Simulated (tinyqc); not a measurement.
Worked calculation: two-band k.p model of the Delta valleys near the X point under shear strain. Values are carried at full precision from step to step, so a last printed digit may differ when a step is redone from the rounded ones.

Constants: hbar^2/2m0 = 3.80998211 eV angstrom^2.

Parameters, chosen for this exercise (near those of Si; shifted at random, so the results belong to these values and not to a real crystal):
- a = 5.429 angstrom (lattice constant)
- ml = 0.917 m0 (longitudinal mass)
- mt = 0.194 m0 (transverse mass)
- kx0 = 0.157 2 pi/a (distance of the minimum from X)
- D = 13.8 eV (shear deformation potential)
- Mp = 0.241 m0 (coupling mass)
- exy = 0.0049 (shear strain)
- k = (0.016, 0.022, 0.186) 1/angstrom (wave vector from X)

## Scales

k0 = kx0 2 pi/a; Delta = 2 c k0^2/ml with c = hbar^2/2m0, half the splitting of the two bands at k0; eta = D exy/Delta measures the shear coupling against it.

k0 = 0.18170 1/angstrom
Delta = 0.27435 eV
eta = 0.2465
splitting of the two bands at X, 2 |D exy| = 0.1352 eV

## The Hamiltonian at one k

Valley pair on the [001] axis, kz counted from the X point, c = hbar^2/2m0, k0 = kx0 2 pi/a. H = (c kz^2/ml + c (kx^2 + ky^2)/mt + c k0^2/ml) 1 + (2 c k0 kz/ml) sigma_z + (D exy - 2 c kx ky/Mp) sigma_x, so E = c kz^2/ml + c (kx^2 + ky^2)/mt + c k0^2/ml -/+ sqrt((2 c k0 kz/ml)^2 + (D exy - 2 c kx ky/Mp)^2). Without strain the lower band has its minima, E = 0, at kz = +/- k0. Shifts from diagonal strain are left out.

Fill in the 2 x 2 matrix (sigma_z diagonal) and give its levels.

H(k) (eV):
```
        1       2
1  0.5763  0.0565
2  0.0565  0.0146
```

levels (eV): 0.0090  0.5819

## Position, depth and masses of the minimum

For |eta| < 1: k_min = k0 sqrt(1 - eta^2), E_min = -Delta eta^2/2, ml(eta) = ml/(1 - eta^2), 1/m[110] = 1/mt + eta/Mp, 1/m[1-10] = 1/mt - eta/Mp. For |eta| > 1 the minimum sits at X: E_min = -Delta (2 |eta| - 1)/2, ml(eta) = ml/(1 - 1/|eta|), and eta is replaced by its sign in the transverse masses.

k_min = 0.1761 1/angstrom
E_min = -8.33 meV
ml(eta) = 0.976 m0

masses along [110] and [1-10] (m0): 0.1619  0.2420

The minimum has moved 3.1 % of the way to X; electrons are lighter along [110] (-16.6 % against mt) and heavier across (+24.8 %).

## The two bands along kz

kx = ky = 0, kz from 0 to 1.6 k0 in steps of 0.2 k0, with and without the strain.

Levels (eV):

| kz/k0 | kz (1/angstrom) | lower | upper | lower, no strain | upper, no strain |
|---|---|---|---|---|---|
| 0.0 | 0.0000 | 0.0696 | 0.2048 | 0.1372 | 0.1372 |
| 0.2 | 0.0363 | 0.0556 | 0.2297 | 0.0878 | 0.1975 |
| 0.4 | 0.0727 | 0.0302 | 0.2880 | 0.0494 | 0.2689 |
| 0.6 | 0.1090 | 0.0086 | 0.3645 | 0.0219 | 0.3512 |
| 0.8 | 0.1454 | -0.0047 | 0.4546 | 0.0055 | 0.4444 |
| 1.0 | 0.1817 | -0.0082 | 0.5569 | 0.0000 | 0.5487 |
| 1.2 | 0.2180 | -0.0014 | 0.6708 | 0.0055 | 0.6639 |
| 1.4 | 0.2544 | 0.0160 | 0.7960 | 0.0219 | 0.7901 |
| 1.6 | 0.2907 | 0.0442 | 0.9325 | 0.0494 | 0.9273 |

## Checks

- Depth of the minimum by numerical search against the closed form (eV): both -0.008333.
- Mass along [110] by finite differences against the closed form: both 0.1619.

Program tinyqc; command `OMP_NUM_THREADS=1 python tinyqc.py 1080497 1080498 out.jsonl`; about 0.01 s on one thread of a shared Intel(R) Xeon(R) Processor @ 2.30GHz.
